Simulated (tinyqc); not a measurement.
# From oxide thickness x back to initial oxide x_i

Model: Deal-Grove kinetics of thermal oxidation of silicon. Computed by tinyqc, a small Python program. Command: `OMP_NUM_THREADS=1 python tinyqc.py 3014115 3014116 out.jsonl oxide inv`. One thread of a shared host (Intel(R) Xeon(R) Processor @ 2.30GHz), about 0.3 s of CPU time with the checks.

Oxidant diffuses through the oxide and reacts at the interface, so that dx/dt = B/(A + 2x) for the oxide thickness x.

Inputs (values chosen for the exercise, close to those used for silicon):
```
quantity                       value    unit
prefactor B0                     863  um^2/h
activation energy E_B           1.23      eV
prefactor (B/A)0            4.24e+06    um/h
activation energy E_A           2.02      eV
temperature T                    925       C
oxidant pressure p                 1     atm
pressure exponent m of B/A      0.72       -
time t                          0.11       h
```

Ambient: dry oxygen. Surface: (100).

Constants: k_B = 8.617333262e-05 eV/K.

Method:
- B = B0 p exp(-E_B/(k_B T)), B/A = (B/A)0 p^m exp(-E_A/(k_B T)), p in atm; A = B/(B/A).
- Temperatures in kelvin are T(C) + 273.15.
- tau = (x_i^2 + A x_i)/B and x = (A/2) [sqrt(1 + 4 B (t + tau)/A^2) - 1], the root of x^2 + A x = B (t + tau).
- Silicon consumed is 0.44 times the oxide grown; the rate is B/(A + 2x).

Task: A run gave the result below. Find the initial oxide x_i, known to lie between 0.0038 and 0.0085 um.

oxide thickness x = 0.005925806 um

Result:

Each step takes the trial c = (a f_b - b f_a)/(f_b - f_a), f being the result less the target and a, b, c the logarithms of the listed values; c replaces end b, the old b replaces a if the sign of f changed, and otherwise f_a is halved.

Scan of the range:
```
initial oxide x_i (um)  oxide thickness x (um)
0.00380                             0.00525527
0.00435                             0.00580163
0.00497                             0.00641755
0.00568                             0.00712290
0.00650                             0.00793757
0.00743                             0.00886158
0.00850                             0.00992474
```

False position (Illinois rule, in the logarithm of the input) inside the bracket:
```
step       end a       end b       trial  oxide thickness x (um)
1     0.00435000  0.00497000  0.00446844              0.00591929
2     0.00497000  0.00446844  0.00447466              0.00592547
3     0.00497000  0.00447466  0.00447530              0.00592611
4     0.00447466  0.00447530  0.00447500              0.00592581
5     0.00447530  0.00447500  0.00447500              0.00592581
```

Oxide thickness x rises at every point of a 13-point scan of the range (every second point is shown), so one value fits; it is bracketed by 0.00435 and 0.00497. Answer: initial oxide x_i = 0.004475 um.
